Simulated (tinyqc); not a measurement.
Worked calculation: Landau-Devonshire theory of a uniaxial ferroelectric. Computed by tinyqc, a small Python program that keeps every step. Command: `OMP_NUM_THREADS=1 python tinyqc.py 3025431 3025432 out.jsonl ferro walk`. One thread of a shared host (Intel(R) Xeon(R) Processor @ 2.30GHz), about 0.01 s of CPU time with the checks. Intermediate numbers are printed to about 7 digits and carried at full precision; extremes and crossings named in words are read from the listed rows.

G(P) = (alpha/2) P^2 + (beta*/4) P^4 + (gamma/6) P^6 - E P per volume, SI units, one domain, P along the polar axis.

Inputs (values chosen for the exercise, modelled on barium titanate):
```
quantity                          value             unit
alpha_0                          692000      J m/(C^2 K)
Curie-Weiss temperature T0          381                K
beta                           -8.3e+08        J m^5/C^4
gamma                          1.72e+10        J m^9/C^6
temperature T                       362                K
applied field E                      47             MV/m
film thickness d                     14               nm
screening length lambda           0.013               nm
background permittivity eps_b         7                -
gradient coefficient g          3.5e-10        J m^3/C^2
series capacitance C_d              4.8  microfarad/cm^2
start of Newton steps P0/Ps         1.3                -
```

Sample: free crystal.

Constants: eps_0 = 8.8541878128e-12 F/m.

## Coefficients at T

alpha = alpha_0 (T - T0*), T0* = T0, beta* = beta.

T0* = 381 K

alpha = -1.314800e+07 J m/C^2

beta* = -8.30e+08 J m^5/C^4

beta* < 0: the transition is of first order.

## Spontaneous polarisation, susceptibility, coercive field

Ps^2 = [-beta* + sqrt(beta*^2 - 4 alpha gamma)]/(2 gamma). chi = 1/(eps_0 G''), G'' = alpha + 3 beta* P^2 + 5 gamma P^4 at Ps. Ps, chi and the coercive field are for perfect screening, without a depolarising field. The intrinsic coercive field is |alpha P + beta* P^3 + gamma P^5| at the P_c where G'' = 0. 1 C/m^2 = 100 microcoulomb/cm^2.

spontaneous polarisation Ps = 24.66244 microcoulomb/cm^2

susceptibility chi = 735.4878

well depth G(Ps) = -0.5224525 MJ/m^3

P_c = 18.30714 microcoulomb/cm^2

intrinsic coercive field = 3.962657 MV/m

P_c/Ps = 0.742, above the 0.577 of a quartic well, as the sixth-order term matters. Real switching runs by domain nucleation at far lower fields.

## Temperatures of the first-order transition

T_C = T0* + 3 beta*^2/(16 alpha_0 gamma); the polar phase survives up to T1 = T0* + beta*^2/(4 alpha_0 gamma); at T_C Ps^2 = -3 beta*/(4 gamma); latent heat = (1/2) alpha_0 T_C Ps^2.

transition temperature T_C = 391.8523 K

superheating limit T1 = 395.4698 K

jump of Ps = 19.02416 microcoulomb/cm^2

latent heat = 4.906925 MJ/m^3

Thermal hysteresis can span at most T1 - T0* = 14.5 K.

## Polarisation in the field by Newton steps

Solve G'(P) = alpha P + beta* P^3 + gamma P^5 - E = 0 by P(new) = P - G'/G'' from P0; stop when the step is below 1e-11 C/m^2 (G' under 1e-6 MV/m is shown as 0).

Newton steps:
```
step  P (microcoulomb/cm^2)      G' (MV/m)  G'' (MJ m/C^2)
1                  32.06118  -2.030172e+01         639.591
2                  35.23535   5.474293e+00        1003.312
3                  34.68972   1.945738e-01         932.591
4                  34.66886   2.747681e-04         929.958
5                  34.66883              0         929.954
```

P at the end of the steps = 34.66883 microcoulomb/cm^2

1/(eps_0 G'') there = 121.4478

The linear estimate Ps + eps_0 chi E gives 55.270; the field lowers chi by 83.5 %.

## The 180-degree wall

With the term (g/2) (dP/dx)^2, (g/2) P'^2 = G(P) - G(Ps) across the wall: energy = int_(-Ps)^(Ps) sqrt(2 g [G(P) - G(Ps)]) dP (40 Gauss-Legendre points); width = 2 Ps over the slope at P = 0, sqrt(2 |G(Ps)|/g). Elastic coupling inside the wall is left out.

wall energy = 6.986400 mJ/m^2

wall width = 9.027380 nm

## A capacitor with imperfect screening

Between shorted electrodes with screening length lambda each, the depolarising field is -k P, k = 2 lambda/(eps_0 (d + 2 lambda eps_b)), so alpha turns into alpha + k. The polar state is the lowest uniform state while alpha + k < 0 (beta* > 0) or < 3 beta*^2/(16 gamma) (beta* < 0); setting the equality gives the critical thickness d_c.

depolarising coefficient k = 2.070557e+08 J m/C^2

polarisation of the film = 0 microcoulomb/cm^2

size of the depolarising field = 0 MV/m

critical thickness d_c = 141.9659 nm

The film is thinner than d_c, so the uniform polar state is not the lowest one; a real film may break into domains or be non-polar.

## Thickness series

Domains are left out, though they can pre-empt both the loss of P and the state at P = 0. The second and third columns are for the shorted capacitor, polar only where it is the lowest uniform state: alpha + k < 0 (beta* > 0) or < 3 beta*^2/(16 gamma) (beta* < 0). The last column is another circuit, the film in series with C_d at P = 0: 1/C = (alpha d)/(1 + alpha eps_0 eps_b) + 1/C_d, and P = 0 is locally stable while 1/C > 0; a dash marks the rest.

Against thickness:
```
d (nm)  P (microcoulomb/cm^2)  depolarising field (MV/m)  C of the stack / C_d
1                     0.00000                   0.000000              1.000632
2                     0.00000                   0.000000              1.001265
3                     0.00000                   0.000000              1.001898
5                     0.00000                   0.000000              1.003168
8                     0.00000                   0.000000              1.005079
15                    0.00000                   0.000000              1.009565
30                    0.00000                   0.000000              1.019315
60                    0.00000                   0.000000              1.039390
150                  19.64994                   3.842094              1.104658
```

The polar state appears between 60 and 150 nm (d_c = 142 nm), and at 150 nm P is 79.7 % of Ps. The stack exceeds C_d wherever it is stable, up to 1.10 times: the ferroelectric held at P = 0 acts as a negative capacitance.

Checks made by the program: Ps against a numerical root of G'(P)/P (relative difference below 1e-10).
